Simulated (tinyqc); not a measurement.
Tight binding, dimerised chain, step by step. One step of it, computed by the program tinyqc.

Task: Open chain of 4 cells. The same hoppings without the wrap-around bond.

H of the open chain (eV):
$$\begin{pmatrix}
0.000000 & -0.510000 & 0.000000 & 0.000000 & 0.000000 & 0.000000 & 0.000000 & 0.000000 \\
-0.510000 & 0.000000 & -0.790000 & 0.000000 & 0.000000 & 0.000000 & 0.000000 & 0.000000 \\
0.000000 & -0.790000 & 0.000000 & -0.510000 & 0.000000 & 0.000000 & 0.000000 & 0.000000 \\
0.000000 & 0.000000 & -0.510000 & 0.000000 & -0.790000 & 0.000000 & 0.000000 & 0.000000 \\
0.000000 & 0.000000 & 0.000000 & -0.790000 & 0.000000 & -0.510000 & 0.000000 & 0.000000 \\
0.000000 & 0.000000 & 0.000000 & 0.000000 & -0.510000 & 0.000000 & -0.790000 & 0.000000 \\
0.000000 & 0.000000 & 0.000000 & 0.000000 & 0.000000 & -0.790000 & 0.000000 & -0.510000 \\
0.000000 & 0.000000 & 0.000000 & 0.000000 & 0.000000 & 0.000000 & -0.510000 & 0.000000
\end{pmatrix}$$

Give: levels; weights of the highest filled level on the sites.

Result:

levels (eV): [-1.2215, -0.9956, -0.6497, -0.0856, 0.0856, 0.6497, 0.9956, 1.2215]

weights of the highest filled level on the sites: [0.3215, 0.0091, 0.1265, 0.0429, 0.0429, 0.1265, 0.0091, 0.3215]

The bulk gap runs from -0.2800 to 0.2800 eV; 2 level(s) of this chain lie inside it: end states, which need the weaker bond inside the cell and a chain longer than their decay length.
